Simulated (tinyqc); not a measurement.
Two-mode optical phonons of a ternary alloy from two coupled oscillators: one step, computed by the program tinyqc. Command: `OMP_NUM_THREADS=1 python tinyqc.py 3020475 3020476 out.jsonl twomode walk`. One thread of a shared host (Intel(R) Xeon(R) Processor @ 2.30GHz), about 0.01 s of CPU time with the checks.

An alloy A(x)B(1-x)C has an A-C and a B-C bond oscillator. Each TO frequency moves linearly from the impurity mode (dilute end) to the TO of the pure crystal; each strength is proportional to the number of bonds.

Question. Share of the polar coupling. eps(omega) = eps_inf + W_1/(omega_1^2 - omega^2) + W_2/(omega_2^2 - omega^2) = 0 is the eigenproblem of the matrix [[omega_1^2 + W_1/eps_inf, sqrt(W_1 W_2)/eps_inf], [sqrt(W_1 W_2)/eps_inf, omega_2^2 + W_2/eps_inf]] for omega_LO^2. The polar coupling of mode j is c_j = (u_j . sqrt(W))^2/(eps_inf^2 omega_j^2), u_j its eigenvector and omega_j here its LO frequency; the c_j add up to 1/eps_inf - 1/eps_s. Froehlich constant alpha_j = (e^2/(4 pi eps_0)) c_j k_j/(2 E_j), E_j = h c omega_j, k_j = sqrt(m* E_j/(hbar^2/(2 m_0))).

Inputs (values chosen for the exercise, for a model alloy): electron mass m* = 0.2 m_0.

omega_1 (A-C, TO) = 482.96 1/cm

omega_2 (B-C, TO) = 368 1/cm

eps_inf = 10.708

W_1 = 657901.4 1/cm^2

W_2 = 74198.4 1/cm^2

Constants: e^2/(4 pi eps_0) = 14.39964548 eV angstrom; hbar^2/(2 m_0) = 3.80998212 eV angstrom^2; 1 THz = 33.35640952 1/cm; h x 1 THz = 4.135667696 meV.

Give: c_j, lower and upper mode; share of the upper mode; alpha_j, lower and upper mode.

Answer.

c_j, lower and upper mode: 0.001661  0.02069

share of the upper mode = 0.9257

alpha_j, lower and upper mode: 0.01273  0.1312
